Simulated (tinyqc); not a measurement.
# Slope factor and drain-induced lowering from three currents

Problem. With source and body at 0 V, I = A exp((Vg + dd Vd)/(nf Vt)) (1 - exp(-Vd/Vt)). Find nf, the swing nf Vt ln 10 and dd.

Inputs (values chosen for the exercise):
- T = 300 K (temperature)

Constants: q = 1.602176634e-19 C, kB = 1.380649e-23 J/K, Vt = kB T/q. Results are converted to the units shown.

currents at (Vg, Vd) = (0, 0.05), (0, 1) and (0.08, 1) V (nA/um): 0.060320595  1.7893379  21.273798

Solution. The pair at equal Vd gives nf; the pair at equal Vg, after dividing out the factors 1 - exp(-Vd/Vt), gives dd.

nf = 1.250
swing = 74.41 mV/decade
dd = 0.1100

Computed by the program tinyqc: `OMP_NUM_THREADS=1 python tinyqc.py 2242004 2242005 out.jsonl`, one thread of a shared Intel Xeon 2.30GHz, about 0.03 s for the whole run.
